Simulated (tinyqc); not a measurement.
Empirical pseudopotential in a few plane waves, step by step. One step of it, computed by the program tinyqc.

Question. Levels at G. Diagonalise the Hermitian matrix.

H(k) at G (eV), order +0+0+0, -1-1-1, -1-1+1, -1+1-1, -1+1+1, +1-1-1, +1-1+1, +1+1-1, +1+1+1, -2+0+0, +0-2+0, +0+0-2, +0+0+2, +0+2+0, +2+0+0:
```
[[0.000000, 1.952998, -1.952998, -1.952998, -1.952998, -1.952998, -1.952998, -1.952998, 1.952998, 0.000000, 0.000000, 0.000000, 0.000000, 0.000000, 0.000000],
 [1.952998, 12.703149, 0.000000, 0.000000, -0.666679, 0.000000, -0.666679, -0.666679, 0.000000, -1.952998, -1.952998, -1.952998, -0.307862, -0.307862, -0.307862],
 [-1.952998, 0.000000, 12.703149, 0.666679, 0.000000, 0.666679, 0.000000, 0.000000, -0.666679, -1.952998, -1.952998, 0.307862, 1.952998, -0.307862, -0.307862],
 [-1.952998, 0.000000, 0.666679, 12.703149, 0.000000, 0.666679, 0.000000, 0.000000, -0.666679, -1.952998, 0.307862, -1.952998, -0.307862, 1.952998, -0.307862],
 [-1.952998, -0.666679, 0.000000, 0.000000, 12.703149, 0.000000, 0.666679, 0.666679, 0.000000, 1.952998, -0.307862, -0.307862, -1.952998, -1.952998, 0.307862],
 [-1.952998, 0.000000, 0.666679, 0.666679, 0.000000, 12.703149, 0.000000, 0.000000, -0.666679, 0.307862, -1.952998, -1.952998, -0.307862, -0.307862, 1.952998],
 [-1.952998, -0.666679, 0.000000, 0.000000, 0.666679, 0.000000, 12.703149, 0.666679, 0.000000, -0.307862, 1.952998, -0.307862, -1.952998, 0.307862, -1.952998],
 [-1.952998, -0.666679, 0.000000, 0.000000, 0.666679, 0.000000, 0.666679, 12.703149, 0.000000, -0.307862, -0.307862, 1.952998, 0.307862, -1.952998, -1.952998],
 [1.952998, 0.000000, -0.666679, -0.666679, 0.000000, -0.666679, 0.000000, 0.000000, 12.703149, -0.307862, -0.307862, -0.307862, -1.952998, -1.952998, -1.952998],
 [0.000000, -1.952998, -1.952998, -1.952998, 1.952998, 0.307862, -0.307862, -0.307862, -0.307862, 16.937532, 0.666679, 0.666679, -0.666679, -0.666679, 0.000000],
 [0.000000, -1.952998, -1.952998, 0.307862, -0.307862, -1.952998, 1.952998, -0.307862, -0.307862, 0.666679, 16.937532, 0.666679, -0.666679, 0.000000, -0.666679],
 [0.000000, -1.952998, 0.307862, -1.952998, -0.307862, -1.952998, -0.307862, 1.952998, -0.307862, 0.666679, 0.666679, 16.937532, 0.000000, -0.666679, -0.666679],
 [0.000000, -0.307862, 1.952998, -0.307862, -1.952998, -0.307862, -1.952998, 0.307862, -1.952998, -0.666679, -0.666679, 0.000000, 16.937532, 0.666679, 0.666679],
 [0.000000, -0.307862, -0.307862, 1.952998, -1.952998, -0.307862, 0.307862, -1.952998, -1.952998, -0.666679, 0.000000, -0.666679, 0.666679, 16.937532, 0.666679],
 [0.000000, -0.307862, -0.307862, -0.307862, 0.307862, 1.952998, -1.952998, -1.952998, -1.952998, 0.000000, -0.666679, -0.666679, 0.666679, 0.666679, 16.937532]]
```

Give: eigenvalues.

Answer.

eigenvalues (eV): [-1.844, 9.344, 9.344, 9.344, 10.950, 12.036, 12.036, 12.036, 15.604, 15.604, 16.547, 19.630, 19.630, 19.630, 23.357]
